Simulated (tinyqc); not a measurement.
Worked calculation: harmonic frequencies on the RHF/sto-3g surface (energies and gradients from PySCF), for H3-, spin multiplicity 1. The basis has no diffuse functions, so it cannot describe the extra electron: this is an exercise in the method, not the real anion. One step of it, computed by the program tinyqc.

Question. One row of the Hessian: 2Hy. Displace 2Hy by +/-0.005 bohr; H(k, :) = (g(+) - g(-)) / (2 delta).

optimised positions (bohr), order 1H, 2H, 3H:
```
[[-0.052220, -1.035616, -0.293488],
 [-0.015118, 0.515249, 0.791150],
 [0.021984, 2.066163, 1.875835]]
```

gradient at +delta (hartree/bohr), order 1H, 2H, 3H:
```
[[0.00000292, -0.00020426, 0.00008574],
 [-0.00000539, 0.00042809, -0.00015830],
 [0.00000247, -0.00022382, 0.00007256]]
```

gradient at -delta (hartree/bohr), order 1H, 2H, 3H:
```
[[-0.00000244, 0.00022526, -0.00007076],
 [0.00000532, -0.00043084, 0.00015477],
 [-0.00000289, 0.00020559, -0.00008401]]
```

Give: row of the Hessian.

Answer.

row of the Hessian (hartree/bohr^2): [0.000535, -0.042952, 0.015650, -0.001071, 0.085893, -0.031307, 0.000536, -0.042941, 0.015657]
